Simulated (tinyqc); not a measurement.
## Gap voltage and exponent from three temperatures

Inverse problem. At constant current VBE(T) = Vg0 - a T - eta (kB T/q) ln T, where a is a constant. Find Vg0, eta and dVBE/dT at the middle temperature.

Constants: q = 1.602176634e-19 C, kB = 1.380649e-23 J/K. Results are converted to the units shown.

T (K): 233  273  360
VBE at a constant current (V): 0.8408430475  0.7709762578  0.6133620143

Solution. The relation is linear in Vg0, a and eta, so three points give a linear system; the slope is (VBE - Vg0 - eta kB T/q)/T. eta rests on the curvature of VBE(T) alone, so real fits need accuracy of some tens of microvolts or better.

Vg0 = 1.17 V
eta = 3.40
dVBE/dT = -1.77 mV/K

tinyqc, about 0.03 s, one thread, Intel Xeon 2.30GHz (shared host): `OMP_NUM_THREADS=1 python tinyqc.py 2062208 2062209 out.jsonl`
